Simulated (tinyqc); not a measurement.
# Anisotropic wet etching of Si(100): plane rates, V-grooves, membranes and undercut, step by step

A worked calculation. Computed by tinyqc, a small Python program that keeps every step. Command: `OMP_NUM_THREADS=1 python tinyqc.py 3001277 3001278 out.jsonl wetetch walk`. One thread of a shared host (Intel(R) Xeon(R) Processor @ 2.30GHz), about 0.01 s of CPU time with the checks. Intermediate numbers are printed to about 7 digits and carried at full precision; extremes and crossings named in words are read from the listed rows.

A long slot opens the mask on a (100) wafer. The floor etches at R100; (111) walls stand at theta = arctan(sqrt2) = 54.7356 degrees to the surface and recede at R111 along their normal.

Inputs (values chosen for the exercise, close to those used for tetramethylammonium hydroxide solutions):
```
quantity,value,unit
prefactor k0 of the (100) rate,7.6e+08,um/min
"activation energy of (100), E",0.615,eV
ratio (100)/(111) at 80 C,16,-
"extra energy of (111), dE",0.098,eV
ratio (100)/oxide at 80 C,3000,-
"extra energy of the oxide, dE_ox",0.23,eV
"corner undercut rate over (100) rate, c",2.8,-
bath temperature T,65,C
"width w (mask opening along <110>, or membrane width in the design step)",66,um
misalignment of the mask,2,degrees
etch time t,72,min
wafer thickness d,675,um
membrane thickness wanted,12,um
```

Constants: k_B = 8.617333262e-05 eV/K.

## Rates

R100 = k0 exp(-E/(k_B T)); a ratio given at 80 C scales as exp[(extra energy/k_B)(1/T - 1/353.15 K)]; R111 and R_ox follow by division. Temperatures in kelvin are T(C) + 273.15.

R100 = 0.5186456 um/min

R111 = 0.02810039 um/min

R_ox = 1.236372e-04 um/min

anisotropy R100/R111 = 18.45688

## Shape after the time t

A misaligned edge exposes ledges and adds R100 sin(misalignment) to the lateral rate (a simple estimate): u = R111/sin(theta) + R100 sin(misalignment). Top width W = w + 2 u t; floor width b = W - 2 z/tan(theta) = W - sqrt2 z. The floor lasts until b = 0, at t_V = w/(sqrt2 R100 - 2u); depth z = R100 t before t_V and W/sqrt2 after.

lateral rate u = 0.05251628 um/min

time t_V to close the V = 105.0214 min

top width W = 73.56234 um

depth z = 37.34248 um

floor width b = 20.75210 um

The floor remains; undercut per side is 3.78 um, 10.13 % of the depth.

## Designing a membrane from the back side

Etch depth d - membrane, time = depth/R100; for a membrane as wide as w the opening must be w + sqrt2 depth - 2 u time; oxide mask consumed R_ox x time; a 1 K error changes the depth by the fraction E/(k_B T^2); a convex mask corner, such as that of a mesa, would retreat by c x depth.

time to reach the membrane = 1278.330 min

opening needed = 869.3574 um

oxide consumed = 158.0491 nm

depth error per kelvin = 41.38062 um

retreat of a convex corner = 1856.4 um

The error per kelvin is 345 % of the membrane, so a timed etch cannot hold it and an etch stop is needed. A corner retreat larger than the depth shows why mesas need compensation structures. Caution: rates also depend on concentration, doping, additives and stirring, all held fixed here.

## Speed against selectivity over temperature

Each row etches to the depth d - membrane; undercut per side = (R111/sin(theta) + R100 sin(misalignment)) x time.

Etching to a fixed depth:
```
T (C),R100 (um/min),R100/R111,time (h),undercut (um),oxide consumed (nm)
30,0.045355,27.21384,243.6352,52.97634,63.5367
40,0.096187,24.14143,114.8801,56.77374,84.1644
50,0.194718,21.57526,56.7488,60.77434,109.5658
60,0.377838,19.41240,29.2453,64.96760,140.3929
70,0.705386,17.57423,15.6652,69.34272,177.3127
80,1.271139,16.00000,8.6930,73.88873,221.0000
90,2.217549,14.64227,4.9830,78.59466,272.1302
100,3.754914,13.46359,2.9428,83.44962,331.3728
```

From 30 to 100 C the time falls by a factor 82.8, while the oxide loss grows by 5.22 and the undercut by 1.58: the slower planes and the mask have the higher activation energies, so heat costs selectivity. Misalignment gives 23.1 um of the undercut at any T.

Checks made by the program: depth against time integration (relative difference below 1e-10).
